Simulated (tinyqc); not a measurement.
Changing the misfit f = (b - a)/a: Frenkel-Kontorova chain: a misfit dislocation (kink) in a monolayer on a periodic substrate. Computed by tinyqc, a small Python program. Command: `OMP_NUM_THREADS=1 python tinyqc.py 3013659 3013660 out.jsonl fkchain sweep`. One thread of a shared host (Intel(R) Xeon(R) Processor @ 2.30GHz), about 0.07 s of CPU time with the checks.

E = sum_j [(k/2)(x_(j+1) - x_j - b)^2 + (W/2)(1 - cos(2 pi x_j/a))], x_j = a (j + u_j). A kink takes u from 0 to 1: the chain is stretched by one period and has one atom fewer than wells.

Inputs (values chosen for the exercise, for a model overlayer):

| quantity | value | unit |
|---|---|---|
| spring constant k | 9.29 | eV/angstrom^2 |
| substrate period a | 2.76 | angstrom |
| corrugation W | 9.73 | eV |
| atomic mass M | 155 | u |

Constants: nu for 1 eV/(angstrom^2 u) = 15.6333042 THz.

Method. l0 = sqrt(k a^2/(2 W)); kink u(j) = (2/pi) arctan exp(pi j/l0); kink energy at f = 0: E0 = (4/pi) W l0; with misfit E0 - k a^2 f; kinks become favourable at f_c = 2/(pi l0), and a coherent chain with free ends loses stability at f_m = 1/l0. Lowest vibration of the flat chain: nu0 = 15.6333042 THz x sqrt(2 pi^2 W/(a^2 M)).

One run for each value:

| misfit f = (b - a)/a | kink energy with misfit (eV) |
|---|---|
| 0.010 | 22.917 |
| 0.051 | 20.016 |
| 0.093 | 17.043 |
| 0.130 | 14.425 |
| 0.180 | 10.887 |
| 0.220 | 8.056 |
| 0.260 | 5.225 |
| 0.300 | 2.395 |

Describe and explain the trends.

Over the rows, kink energy with misfit (eV) falls from 22.9 to 2.39. It is linear in f, with slope -k a^2.

Caution (all rows): a corrugation above 1 eV is larger than real overlayers usually show; it is chosen to keep the kink narrow. Caution (all rows): for l0 below about 3 the kink spans few atoms, and the continuum kink energy is off by about 2 per cent or more.
